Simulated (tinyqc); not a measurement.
Gas flow in a process chamber: flow regimes, conductance, effective pumping speed, pump-down, outgassing and purge: one step, computed by the program tinyqc. Command: `OMP_NUM_THREADS=1 python tinyqc.py 3120640 3120641 out.jsonl pump walk`. One thread of a shared host (Intel(R) Xeon(R) Processor @ 2.30GHz), about 0.07 s of CPU time with the checks.

Ideal gas, isothermal flow, a pump of constant speed at the end of a round pipe; process gas, volume gas and outgassing are given the same properties. 1 sccm = 101325 Pa x 1e-6 m^3/60 s x T/273.15 K.

Task: Molecular flow. Mean speed c = sqrt(8 k_B T/(pi m)); aperture conductance C_a = c pi d^2/16; molecular pipe C_m = C_a/(1 + 3 l/(4 d)) (Dushman form); viscous pipe C_v = pi d^4 p_mean/(128 eta l); Knudsen interpolation C = C_v + C_m (1 + x)/(1 + 1.24 x), x = d p_mean sqrt(m/(k_B T))/eta. Effective speed 1/S_eff = 1/S + 1/C_m; time constant V/S_eff; pressure at which the free path k_B T/(sqrt2 pi d_m^2 p) equals d.

Inputs (values chosen for the exercise, modelled on hydrogen near room temperature): molar mass M = 2.016 g/mol; molecular diameter = 0.27 nm; temperature T = 300 K; chamber volume V = 290 L; pipe diameter d = 6.3 cm; pipe length l = 79 cm; pump speed S = 120 L/s.

Constants: k_B = 1.380649e-23 J/K; u = 1.6605390666e-27 kg.

Give: mean speed c; C_a; C_m; S_eff in molecular flow; time constant; pressure where the free path equals d.

Result:

mean speed c = 1775 m/s

C_a = 1383 L/s

C_m = 132.9 L/s

S_eff in molecular flow = 63.07 L/s

time constant = 4.598 s

pressure where the free path equals d = 0.2030 Pa

The pipe passes on 53 % of the pump speed.
